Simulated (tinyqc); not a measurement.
Worked calculation: Hubbard ring of 4 sites. One step of it, computed by the program tinyqc.

Problem. Mean-field iteration 1. H(up) = T + U n(down), H(down) = T + U n(up); fill the lowest levels; n(new) = n + mixing (n(out) - n); E = tr T (rho up + rho down) + U sum n_up n_down of the output.

one-body matrix (hopping and site energies) (eV), lower triangle:
```
           1          2          3          4
1   0.550000
2  -0.810000  -0.820000
3   0.000000  -0.810000   0.910000
4  -0.810000   0.000000  -0.810000  -0.630000
```

U = 8.400000 eV

electrons, up and down: 2  1

mixing = 0.200000

n(up) at the start (a guess, not normalised): 1 0.550000, 2 0.450000, 3 0.550000, 4 0.450000

n(down) at the start (a guess): 1 0.200000, 2 0.300000, 3 0.200000, 4 0.300000

Give: levels, up; levels, down; energy; n(up) after iteration 1; n(down) after iteration 1.

Solution.

levels, up (eV): 0.4429  1.7969  2.4027  3.7675

levels, down (eV): 2.2067  3.0628  5.3227  6.2178

energy = 1.4693 eV

n(up) after iteration 1: 1 0.4889, 2 0.5230, 3 0.4736, 4 0.5145

n(down) after iteration 1: 1 0.1833, 2 0.3365, 3 0.1786, 4 0.3016
